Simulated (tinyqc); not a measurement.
Inside a calculation. Model: electron mobility in a silicon inversion layer, empirical terms and Matthiessen rule.

Computed by the program tinyqc: `OMP_NUM_THREADS=1 python tinyqc.py 2510072 2510073 out.jsonl`, one thread of a shared Intel Xeon 2.30GHz, about 0.01 s for the whole run. Printed values are rounded.

Inversion layer of sheet density Ns on a uniformly doped body, under a high-permittivity gate with an interlayer. The mobility terms are empirical power laws with prefactors chosen for the exercise; adding their inverses (Matthiessen) is itself an approximation.

Inputs (values chosen for the exercise); material values close to those of silicon: temperature T = 325 K; band gap Eg = 1.1 eV; relative permittivity of the semiconductor eps_r = 11.5; conduction-band density of states at T Nc = 3.09e19 cm^-3; valence-band density of states at T Nv = 3.03e19 cm^-3; body doping Nb = 3.4e17 cm^-3; reverse body bias Vsb = 0 V; weight of the inversion charge in the effective field eta = 0.5; gate capacitance Cox = 1.32 uF/cm^2; phonon-limited mobility at 1 MV/cm and 300 K Ap = 444 cm^2/(V s); roughness-limited mobility at 1 MV/cm As = 997 cm^2/(V s); exponent of the roughness term gs = 2; Coulomb prefactor Ac = 2100 cm^2/(V s); charge at the interface Nit = 1.4e12 cm^-2; remote-phonon mobility without interlayer Ar = 390 cm^2/(V s); interlayer thickness ti = 0.5 nm; decay length of remote phonons lr = 0.8 nm; inversion density Ns = 8.4e11 cm^-2; ratio W/L WL = 10; drain voltage Vd = 0.05 V; measured linear current I = 5.66 uA.

Constants: q = 1.602176634e-19 C, kB = 1.380649e-23 J/K, Vt = kB T/q, eps0 = 8.8541878128e-14 F/cm where lengths are in cm. Results are converted to the units shown.

## Depletion charge and effective field

ni = sqrt(Nc Nv) exp(-Eg/(2 Vt)), Eg in volts; Ndep = sqrt(2 eps0 eps_r Nb (2 Vt ln(Nb/ni) + Vsb)/q); E = q (Ndep + eta Ns)/(eps0 eps_r), in MV/cm.

ni = 9.054097e10 cm^-3
Ndep = 1.914297e12 cm^-2
E = 0.3672991 MV/cm

The depletion charge gives 82.0 % of the field.

## Mobility terms and their sum

With t = T/(300 K): muC = Ac (Ns/1e12 cm^-2) t/(Nb/1e17 cm^-3 + Nit/1e11 cm^-2), muP = Ap E^(-1/3) t^(-1.75), muS = As E^(-gs), muR = Ar exp(2 ti/lr)/t; 1/mu is the sum of the inverses.

terms (cm^2/(V s)): Coulomb 109.8276, phonon 538.9428, roughness 7390.185, remote phonon 1256.523
mu = 84.09137 cm^2/(V s)
shares of 1/mu (%): Coulomb 76.56671, phonon 15.60302, roughness 1.137879, remote phonon 6.692384

The Coulomb term limits most.

## Iteration 1: inversion density for the measured current

Ns at the start = 1.3e12 cm^-2

I = (W/L) q Ns mu Vd. E = q (Ndep + eta Ns)/(eps0 eps_r) in MV/cm. With t = T/(300 K): muC = Ac (Ns/1e12 cm^-2) t/(Nb/1e17 cm^-3 + Nit/1e11 cm^-2), muP = Ap E^(-1/3) t^(-1.75), muS = As E^(-gs), muR = Ar exp(2 ti/lr)/t; 1/mu is the sum of the inverses. Ns(new) = I/((W/L) q mu Vd).

E = 0.4034894 MV/cm
mu = 114.1942 cm^2/(V s)
Ns after iteration 1 = 6.187171e11 cm^-2

## Iteration 2: inversion density for the measured current

As before.

E = 0.3498898 MV/cm
mu = 66.19903 cm^2/(V s)
Ns after iteration 2 = 1.067295e12 cm^-2

## Course of the iteration: inversion density for the measured current

Stop when Ns changes by less than 1e5 cm^-2, or after 120 iterations.

Course of the iteration:

| iteration | Ns (cm^-2) | \|change\| (cm^-2) |
|---|---|---|
| 1 | 6.187171e11 | 6.81e11 |
| 2 | 1.067295e12 | 4.49e11 |
| 3 | 7.062483e11 | 3.61e11 |
| 4 | 9.602331e11 | 2.54e11 |
| 5 | 7.612672e11 | 1.99e11 |
| 6 | 9.056768e11 | 1.44e11 |
| 7 | 7.944352e11 | 1.11e11 |
| 8 | 8.764875e11 | 8.21e10 |
| 9 | 8.139136e11 | 6.26e10 |
| ... | ... | ... |
| 48 | 8.401167e11 | 9.34e5 |
| 49 | 8.401160e11 | 7.02e5 |
| 50 | 8.401165e11 | 5.28e5 |
| 51 | 8.401161e11 | 3.97e5 |
| 52 | 8.401164e11 | 2.99e5 |
| 53 | 8.401162e11 | 2.25e5 |
| 54 | 8.401163e11 | 1.69e5 |
| 55 | 8.401162e11 | 1.27e5 |
| 56 | 8.401163e11 | 9.57e4 |

Converged in 56 iterations. At the end each change is about 0.75 times the one before, with alternating sign: linear convergence.

## Split C-V extraction

| point | Vg (V) | Cgc (uF/cm^2) | I (uA) |
|---|---|---|---|
| 0 | 0 | 3.098645e-4 | 6.110499e-8 |
| 1 | 0.05 | 0.001098515 | 7.683799e-7 |
| 2 | 0.1 | 0.003888485 | 9.645869e-6 |
| 3 | 0.15 | 0.01369077 | 1.203696e-4 |
| 4 | 0.2 | 0.04731477 | 0.001471206 |
| 5 | 0.25 | 0.1537957 | 0.01678008 |
| 6 | 0.3 | 0.4206972 | 0.1565110 |
| 7 | 0.35 | 0.8236521 | 0.9540107 |
| 8 | 0.4 | 1.128319 | 3.368435 |
| 9 | 0.45 | 1.259673 | 7.705494 |
| 10 | 0.5 | 1.302416 | 13.49964 |
| 11 | 0.55 | 1.314995 | 20.21761 |
| 12 | 0.6 | 1.318585 | 27.48571 |

Q(Vg) is the trapezoid sum of Cgc from the first point (where Q is taken as 0); mu_eff = I/((W/L) Q Vd); mu_FE = (dI/dVg)/((W/L) Cox Vd) with a backward difference. Listed from point 4 on.

| point | Q (uC/cm^2) | mu_eff (cm^2/(V s)) | mu_FE (cm^2/(V s)) |
|---|---|---|---|
| 4 | 0.002124504 | 1.384987 | 0.04093443 |
| 5 | 0.007152267 | 4.692241 | 0.4639053 |
| 6 | 0.02151459 | 14.54929 | 4.234271 |
| 7 | 0.05262332 | 36.25810 | 24.16666 |
| 8 | 0.1014226 | 66.42377 | 73.16438 |
| 9 | 0.1611224 | 95.64772 | 131.4260 |
| 10 | 0.2251746 | 119.9038 | 175.5803 |
| 11 | 0.2906099 | 139.1392 | 203.5748 |
| 12 | 0.3564494 | 154.2194 | 220.2454 |

At the last point mu_FE is 43 % above mu_eff.
